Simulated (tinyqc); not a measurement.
Worked calculation: tight binding, honeycomb lattice. One step of it, computed by the program tinyqc.

Problem. Levels at k. Diagonalise the Hermitian matrix.

H(k) at k (eV), order A, B:
```
[[0.700000, -2.167152-0.148187i],
 [-2.167152+0.148187i, -0.700000]]
```

Give: eigenvalues; weights |c|^2 of the basis functions.

Solution.

eigenvalues (eV): [-2.282, 2.282]

weights |c|^2 of the basis functions, order A, B:
```
[[0.347, 0.653],
 [0.653, 0.347]]
```
